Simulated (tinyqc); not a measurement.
From results back to parameters: sp3s* tight binding. Four cases, with inputs chosen for the exercise.

Problem. Without spin-orbit coupling the s levels at Gamma are the roots of [[Esa, Vss], [Vss, Esc]], the p levels those of [[Epa, Vxx], [Vxx, Epc]], and the doubly degenerate valence level at X is the lower root of [[Epa, Vxy], [Vxy, Epc]]. The atomic differences are given; the levels below come from hidden parameters.

Find: Esa, Esc, Epa, Epc; |Vss|, |Vxx|, |Vxy|.

Method. The mean of a pair of roots is the mean of the two levels, which with the given difference fixes both; half the splitting, squared, less a quarter of the squared difference is V^2. At X the lower root lies sqrt((dEp/2)^2 + Vxy^2) below the mean p level.

Case 1.

Values chosen (out of a larger set: near a published set for InAs, fitted to gaps, whose masses and valley positions are rough; not measured data): dEs = 6.857 eV (Esc - Esa); dEp = 2.81 eV (Epc - Epa).

s levels at Gamma (eV): -12.72385  0.39485

p levels at Gamma (eV): -0.00464  4.64464

valence level X5 = -2.35416 eV

Solution.

Esa, Esc, Epa, Epc (eV): -9.593  -2.736  0.915  3.725

|Vss|, |Vxx|, |Vxy| (eV): 5.592  1.852  4.458

Case 2.

Values chosen (out of a larger set: near a published set for GaAs, fitted to gaps, whose masses and valley positions are rough; not measured data): dEs = 5.678 eV (Esc - Esa); dEp = 2.623 eV (Epc - Epa).

s levels at Gamma (eV): -12.54150  1.54550

p levels at Gamma (eV): -0.00781  4.70881

valence level X5 = -2.88251 eV

Solution.

Esa, Esc, Epa, Epc (eV): -8.337  -2.659  1.039  3.662

|Vss|, |Vxx|, |Vxy| (eV): 6.446  1.960  5.066

Case 3.

Values chosen (out of a larger set: near a published set for GaAs, fitted to gaps, whose masses and valley positions are rough; not measured data): dEs = 5.649 eV (Esc - Esa); dEp = 2.64 eV (Epc - Epa).

s levels at Gamma (eV): -12.56657  1.58757

p levels at Gamma (eV): -0.01218  4.73218

valence level X5 = -2.90805 eV

Solution.

Esa, Esc, Epa, Epc (eV): -8.314  -2.665  1.040  3.680

|Vss|, |Vxx|, |Vxy| (eV): 6.489  1.971  5.100

Case 4.

Values chosen (out of a larger set: near a published set for AlAs, fitted to gaps, whose masses and valley positions are rough; spin-orbit coupling, where it is added without a refit, lifts the valence top and shrinks all gaps by about a third of the splitting; not measured data): dEs = 6.309 eV (Esc - Esa); dEp = 2.563 eV (Epc - Epa).

s levels at Gamma (eV): -11.68841  3.05741

p levels at Gamma (eV): -0.02542  4.56642

valence level X5 = -2.22119 eV

Solution.

Esa, Esc, Epa, Epc (eV): -7.470  -1.161  0.989  3.552

|Vss|, |Vxx|, |Vxy| (eV): 6.664  1.905  4.305

Computed by tinyqc, one run a case: `OMP_NUM_THREADS=1 python tinyqc.py N N+1 out.jsonl` with N = 1451015, 1451018, 1451076, 1451104; one thread of a shared Intel(R) Xeon(R) Processor @ 2.30GHz, about 0.2 s a run at most.
